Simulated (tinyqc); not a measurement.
Switching kinetics of a ferroelectric film and the memory window of a ferroelectric gate stack: one step, computed by the program tinyqc.

Fields in MV/cm; 1 microcoulomb/cm^2 over eps_0 is 11.29409 MV/cm. In the stack (metal, ferroelectric, interlayer, channel) the channel is taken as a conductor.

Problem. The hysteresis loop. Saturated branches: P(E) = P_s tanh[(E -/+ E_c)/(2 delta)], delta = E_c/ln[(1 + P_r/P_s)/(1 - P_r/P_s)]; D = P + eps_0 eps_F E.

Inputs (values chosen for the exercise, for a model hafnia-based film):
```
quantity,value,unit
saturation polarisation P_s,27,microcoulomb/cm^2
ratio P_r/P_s,0.78,-
coercive field E_c,0.74,MV/cm
permittivity of the ferroelectric eps_F,36,-
```

Give: delta; P on both branches (microcoulomb/cm^2) at E/E_c = -3, -2, -1, -0.5, 0, 0.5, 1, 1.5, 2, 3; peak differential permittivity eps_F + P_s/(2 delta eps_0).

Solution.

delta = 0.3539 MV/cm

P on both branches (microcoulomb/cm^2) at E/E_c = -3, -2, -1, -0.5, 0, 0.5, 1, 1.5, 2, 3:
```
E (MV/cm),rising branch,falling branch
-2.22,-26.99,-26.19
-1.48,-26.90,-21.06
-0.74,-26.19,0.00
-0.37,-24.75,12.95
0.00,-21.06,21.06
0.37,-12.95,24.75
0.74,0.00,26.19
1.11,12.95,26.71
1.48,21.06,26.90
2.22,26.19,26.99
```

peak differential permittivity eps_F + P_s/(2 delta eps_0) = 466.8
